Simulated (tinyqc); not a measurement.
# Square on-chip spiral inductor, lumped pi model, step by step

tinyqc, about 0.01 s, one thread, Intel Xeon 2.30GHz (shared host): `OMP_NUM_THREADS=1 python tinyqc.py 2302124 2302125 out.jsonl` Printed values are rounded.

Outer diameter do = di + 2 n wd + 2 (n - 1) sp, mean da = (do + di)/2, fill p = (do - di)/(do + di), length l = 4 n da. L = 2.34 mu0 n^2 da/(1 + 2.75 p), mu0 = 4 pi 1e-7 H/m. Rs = rho l/(wd delta (1 - exp(-th/delta))), delta = sqrt(rho/(pi f mu0)). Cs = n wd^2 eps0 eo/hu across the coil. At each end Cox = l wd eps0 eo/(2 ho) leads to the substrate branch Rsi = 2 rs he/(l wd) in parallel with Csi = l wd eps0 11.7/(2 he). With one end grounded Y = 1/(Rs + i w L) + i w Cs + 1/[1/(i w Cox) + 1/(1/Rsi + i w Csi)], w = 2 pi f; Q = -Im Y/Re Y. Eddy currents in neighbouring turns and in the substrate are left out.

Values chosen for this exercise; values of the order met in silicon radio-frequency processes: number of turns n = 4.5; line width wd = 20 um; space between turns sp = 3 um; inner diameter di = 140 um; metal thickness th = 2 um; metal resistivity rho = 3 uohm cm; oxide below the coil ho = 3.2 um; oxide between coil and underpass hu = 1.3 um; relative permittivity of the oxide eo = 3; substrate resistivity rs = 100 ohm cm; effective spreading depth in the substrate he = 30 um; frequency f = 1 GHz.

Constants: eps0 = 8.8541878128e-12 F/m. Results are converted to the units shown.

## Geometry and model elements

do, l, L, delta, Rs, Cs, Cox, Rsi and Csi as defined.

do = 341 um
l = 4329 um
L = 6.66339 nH
delta = 2.75664 um
Rs = 4.56573 ohm
Cs = 36.7789 fF
Cox = 359.342 fF
Rsi = 693.001 ohm
Csi = 149.486 fF

Rs is 1.41 times the direct-current value in this empirical form, which overstates the skin effect of a flat slab when delta is near th and so stands in for some current crowding.

## Admittance, quality factor and apparent inductance

Series branch 1/(Rs + i w L), substrate branch, total Y, Q = -Im Y/Re Y, apparent inductance Im(1/Y)/w, metal-only value w L/Rs, share of the loss in the substrate Re(substrate branch)/Re Y.

series branch = 2.5741-23.6043i mS
substrate branch = 0.597881+0.933166i mS
Y = 3.1720-22.4400i mS
Q = 7.07445
apparent inductance = 6.95353 nH
w L/Rs = 9.16992
share of the loss in the substrate = 18.8488 %

Q is 77.1 % of the metal-only value.
